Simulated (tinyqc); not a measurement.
Current crowding under a contact, resistor ladder against the transmission-line model: two steps of the calculation.

A metal contact of length d and width W on a thin layer of the same width. The metal has no resistance, the sheet resistance under it equals Rsh, and current enters the layer at the front edge x = 0.

Parameters, values chosen for the exercise: sheet resistance of the semiconductor layer Rsh = 1000 ohm/sq; specific contact resistivity rc = 3e-5 ohm cm^2; contact length d = 0.9 um; contact width W = 240 um; cells n = 5; current I = 0.5 mA.

Problem 1. Voltages and the share of the current. Cut the contact into n cells of length hc = d/n. Neighbouring cell centres are joined by a = W/(Rsh hc), each centre joins the metal (0 V) by g = W hc/rc, and I enters cell 1 through half a cell: -a v_(i-1) + b_i v_i - a v_(i+1) = I for i = 1 and 0 otherwise, b_i = g + 2 a (g + a at both ends). Rc = v_1/I + 1/(2 a). Cell i passes g v_i to the metal.

a = 1.3333333 S
g = 0.0144 S
b_i, cell 1 to 5 (S): [1.3477333, 2.6810667, 2.6810667, 2.6810667, 1.3477333]

Find: v_i; share of the current; Rc of the ladder.

Solution 1.

v_i, cell 1 to 5 (mV): [7.384, 7.089, 6.870, 6.726, 6.654]
share of the current, cell 1 to 5 (%): [21.27, 20.42, 19.79, 19.37, 19.16]
Rc of the ladder = 15.14 ohm

The first cell passes 21.3 % of the current and the last 19.2 %; an even spread would give 20.0 % each.

Problem 2. The transmission-line result. Transfer length Lt = sqrt(rc/Rsh); front resistance Rc = (Rsh Lt/W) coth(d/Lt); end resistance Re = (Rsh Lt/W)/sinh(d/Lt). v(x) = I (Rsh Lt/W) cosh((d - x)/Lt)/sinh(d/Lt) at the cell centres x = (i - 1/2) d/n.

Wanted: Lt; Rc; Re; v(x).

Solution 2.

Lt = 1.732 um
Rc = 15.12 ohm
Re = 13.28 ohm
v(x), cell 1 to 5 (mV): [7.381, 7.086, 6.867, 6.722, 6.650]

The ladder's Rc is 0.17 % above this value, with cells 0.10 Lt long.

Program tinyqc, `OMP_NUM_THREADS=1 python tinyqc.py 2760045 2760046 out.jsonl`; Intel Xeon 2.30GHz, shared host, one thread, about 0.01 s.
